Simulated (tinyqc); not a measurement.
Worked calculation: plane-wave Kohn-Sham cycle with exchange-only LDA in a layered model solid. Computed by tinyqc, a small Python program that keeps every step. Settings: points = 16, plane-wave index or count = 3, electrons = 2, k points = 4, area = 38.0, mixing = 0.3, iteration cap = 78. Command: `OMP_NUM_THREADS=1 python tinyqc.py 29278 29279 out.jsonl` (the two numbers bound the seeds that draw the settings). One thread of a shared host (Intel(R) Xeon(R) Processor @ 2.60GHz), about 0.02 s of CPU time with the checks. Later iterations appear only in the table of the cycle.

## Iteration 1: potential

A solid whose potential varies along x alone (atomic units):
```
parameter,value
period a,11.000000
cross-section of the cell,38.000000
electrons per cell,2
grid points,16
"plane waves -n..n, n",3
k points,4
V1 in V1 cos(2 pi x/a),-0.120000
```

density at the start, on the grid x_j = j a/N (e/bohr^3): 0.00478469  0.00478469  0.00478469  0.00478469  0.00478469  0.00478469  0.00478469  0.00478469  0.00478469  0.00478469  0.00478469  0.00478469  0.00478469  0.00478469  0.00478469  0.00478469

V_H(G) = 4 pi rho(G)/G^2 for G != 0 (uniform background); v_x = -(3 rho/pi)^(1/3); V = V_ext + V_H + v_x; Fourier components f(G_m) = (1/N) sum_j f(x_j) exp(-i G_m x_j).

Potentials on the grid (hartree):
```
x,V_ext,V_H,v_x,V
0.000000,-0.120000,0.000000,-0.165936,-0.285936
0.687500,-0.110866,0.000000,-0.165936,-0.276802
1.375000,-0.084853,0.000000,-0.165936,-0.250789
2.062500,-0.045922,0.000000,-0.165936,-0.211858
2.750000,0,0.000000,-0.165936,-0.165936
3.437500,0.045922,0.000000,-0.165936,-0.120014
4.125000,0.084853,0.000000,-0.165936,-0.081084
4.812500,0.110866,0.000000,-0.165936,-0.055071
5.500000,0.120000,0.000000,-0.165936,-0.045936
6.187500,0.110866,0.000000,-0.165936,-0.055071
6.875000,0.084853,0.000000,-0.165936,-0.081084
7.562500,0.045922,0.000000,-0.165936,-0.120014
8.250000,0,0.000000,-0.165936,-0.165936
8.937500,-0.045922,0.000000,-0.165936,-0.211858
9.625000,-0.084853,0.000000,-0.165936,-0.250789
10.312500,-0.110866,0.000000,-0.165936,-0.276802
```

V(G_m), m = 0, 1, 2, ... (hartree): -0.165936  -0.060000  0.000000  0.000000  0.000000  0.000000  0.000000

## Iteration 1: Hamiltonian at one k

k = 0.125000 2 pi / a

H(m,m') = (k + G_m)^2/2 delta + V(G_m - G_m'), with V(-G) = V(G).

H (hartree), lower triangle:
```
,-3,-2,-1,+0,+1,+2,+3
-3,1.182468
-2,-0.060000,0.407581
-1,0.000000,-0.060000,-0.041037
+0,0.000000,0.000000,-0.060000,-0.163387
+1,0.000000,0.000000,0.000000,-0.060000,0.040530
+2,0.000000,0.000000,0.000000,0.000000,-0.060000,0.570715
+3,0.000000,0.000000,0.000000,0.000000,0.000000,-0.060000,1.427169
```

## Iteration 1: levels at that k

Diagonalise the Hermitian matrix.

eigenvalues (hartree): -0.201789  -0.030242  0.053290  0.410993  0.573319  1.187103  1.431364

## Iteration 1: new density

Motion across x is left out: the lowest 1 band(s) hold two electrons at each of the k points (j + 1/2)/nk - 1/2. Residual R = rho(out) - rho(in); rho(new) = rho(in) + 0.3 R. rho(out) = 2/(a A nk) sum |psi|^2 with psi = sum c exp(i G x). Harris energy E = band energy - dV sum rho (V_H/2 + v_x) + (3/4) dV sum rho v_x with rho(in), dV = a A/N, band energy = (2/nk) sum of the filled levels.

rho(out) (e/bohr^3): 0.01186427  0.01093032  0.00857948  0.00580484  0.00345493  0.00186641  0.00096501  0.00053719  0.00041440  0.00053719  0.00096501  0.00186641  0.00345493  0.00580484  0.00857948  0.01093032

density after iteration 1 (e/bohr^3): 0.00690856  0.00662838  0.00592313  0.00509073  0.00438576  0.00390920  0.00363878  0.00351044  0.00347360  0.00351044  0.00363878  0.00390920  0.00438576  0.00509073  0.00592313  0.00662838

energy per cell = -0.31459198 hartree

## Iteration 2: potential

As before.

Potentials on the grid (hartree):
```
x,V_ext,V_H,v_x,V
0.000000,-0.120000,0.068286,-0.187551,-0.239265
0.687500,-0.110866,0.062121,-0.184981,-0.233725
1.375000,-0.084853,0.045220,-0.178173,-0.217806
2.062500,-0.045922,0.021618,-0.169402,-0.193705
2.750000,0,-0.003868,-0.161190,-0.165058
3.437500,0.045922,-0.027101,-0.155127,-0.136306
4.125000,0.084853,-0.045238,-0.151464,-0.111849
4.812500,0.110866,-0.056638,-0.149662,-0.095434
5.500000,0.120000,-0.060513,-0.149136,-0.089650
6.187500,0.110866,-0.056638,-0.149662,-0.095434
6.875000,0.084853,-0.045238,-0.151464,-0.111849
7.562500,0.045922,-0.027101,-0.155127,-0.136306
8.250000,0,-0.003868,-0.161190,-0.165058
8.937500,-0.045922,0.021618,-0.169402,-0.193705
9.625000,-0.084853,0.045220,-0.178173,-0.217806
10.312500,-0.110866,0.062121,-0.184981,-0.233725
```

V(G_m), m = 0, 1, 2, ... (hartree): -0.164793  -0.037433  0.000150  0.000028  0.000017  0.000001  0.000000

## Iteration 2: Hamiltonian at one k

k = 0.125000 2 pi / a

As before.

H (hartree), lower triangle:
```
,-3,-2,-1,+0,+1,+2,+3
-3,1.183611
-2,-0.037433,0.408725
-1,0.000150,-0.037433,-0.039893
+0,0.000028,0.000150,-0.037433,-0.162244
+1,0.000017,0.000028,0.000150,-0.037433,0.041674
+2,0.000001,0.000017,0.000028,0.000150,-0.037433,0.571859
+3,0.000000,0.000001,0.000017,0.000028,0.000150,-0.037433,1.428312
```

## Iteration 2: levels at that k

As before.

eigenvalues (hartree): -0.178886  -0.033635  0.046285  0.410046  0.572869  1.185419  1.429948

## Iteration 2: new density

As before.

rho(out) (e/bohr^3): 0.01014868  0.00953998  0.00794941  0.00592949  0.00402930  0.00256774  0.00161449  0.00110154  0.00094244  0.00110154  0.00161449  0.00256774  0.00402930  0.00592949  0.00794941  0.00953998

density after iteration 2 (e/bohr^3): 0.00788060  0.00750186  0.00653101  0.00534236  0.00427882  0.00350676  0.00303150  0.00278777  0.00271425  0.00278777  0.00303150  0.00350676  0.00427882  0.00534236  0.00653101  0.00750186

energy per cell = -0.27433923 hartree

## Convergence

Stop when sqrt(dV sum R^2) is below 1e-8, dV = a A/N.

Course of the cycle:
```
iteration,E (hartree),norm of the residual
1,-0.31459198,8.26e-02
2,-0.27433923,4.19e-02
3,-0.26447577,1.70e-02
4,-0.26301381,6.28e-03
5,-0.26287928,3.07e-03
6,-0.26287398,2.04e-03
7,-0.26287642,1.46e-03
8,-0.26287805,1.04e-03
9,-0.26287891,7.44e-04
10,-0.26287936,5.30e-04
11,-0.26287958,3.78e-04
...,...,...
33,-0.26287982,2.18e-07
34,-0.26287982,1.55e-07
35,-0.26287982,1.11e-07
36,-0.26287982,7.89e-08
37,-0.26287982,5.62e-08
38,-0.26287982,4.01e-08
39,-0.26287982,2.86e-08
40,-0.26287982,2.03e-08
41,-0.26287982,1.45e-08
42,-0.26287982,1.03e-08
43,-0.26287982,7.37e-09
```

Converged in 43 iterations. Before convergence this energy mixes input and output and is not variational, so it may rise towards its limit.
